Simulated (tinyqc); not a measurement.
From results back to parameters: direct gap of a germanium-like layer under biaxial tension. Three cases, with inputs chosen for the exercise.

Problem. A (001) layer under biaxial tension e_par has ezz = -2 (C12/C11) e_par, Ec = Eg + ac tr(e), E(HH) = -P - Q and E(LH) = -P + (Q - Dso + sqrt(Dso^2 + 2 Dso Q + 9 Q^2))/2 with P = -av tr(e), Q = -b (e_par - ezz). The transition from the light-hole edge is given.

Case 1.

Values chosen (near those of Ge, gaps at low temperature; the results hold for these values, not for the real material):
- Eg = 0.895 eV (gap at Gamma to the s-like level)
- Dso = 0.29 eV (spin-orbit splitting)
- ac = -8.37 eV (conduction deformation potential)
- av = 1.26 eV (valence hydrostatic potential)
- b = -2.53 eV (tetragonal shear potential)
- C11 = 129.7 GPa
- C12 = 48.1 GPa

Ec - E(LH) = 0.858022 eV

Case 2.

Values chosen (near those of Ge, gaps at low temperature; the results hold for these values, not for the real material):
- Eg = 0.909 eV (gap at Gamma to the s-like level)
- Dso = 0.293 eV (spin-orbit splitting)
- ac = -8.22 eV (conduction deformation potential)
- av = 1.26 eV (valence hydrostatic potential)
- b = -2.59 eV (tetragonal shear potential)
- C11 = 127.9 GPa
- C12 = 48.2 GPa

Ec - E(LH) = 0.722529 eV

Case 3.

Values chosen (near those of Ge, gaps at low temperature; the results hold for these values, not for the real material):
- Eg = 0.914 eV (gap at Gamma to the s-like level)
- Dso = 0.287 eV (spin-orbit splitting)
- ac = -8.33 eV (conduction deformation potential)
- av = 1.26 eV (valence hydrostatic potential)
- b = -2.56 eV (tetragonal shear potential)
- C11 = 129.4 GPa
- C12 = 48.8 GPa

Ec - E(LH) = 0.858307 eV

Find: e_par; Ec - E(HH).

Solution. Ec - E(LH) falls steadily with tension, so bisection between 0 and 4 % gives the only root; then Ec - E(HH) = Eg + (ac - av) tr(e) + Q.

Case 1.

e_par = 0.220 %
Ec - E(HH) = 0.8780 eV

Case 2.

e_par = 1.060 %
Ec - E(HH) = 0.8319 eV

Case 3.

e_par = 0.330 %
Ec - E(HH) = 0.8894 eV

Computed by tinyqc, one run a case: `OMP_NUM_THREADS=1 python tinyqc.py N N+1 out.jsonl` with N = 1080123, 1080133, 1080192; one thread of a shared Intel(R) Xeon(R) Processor @ 2.30GHz, about 0.01 s a run at most.
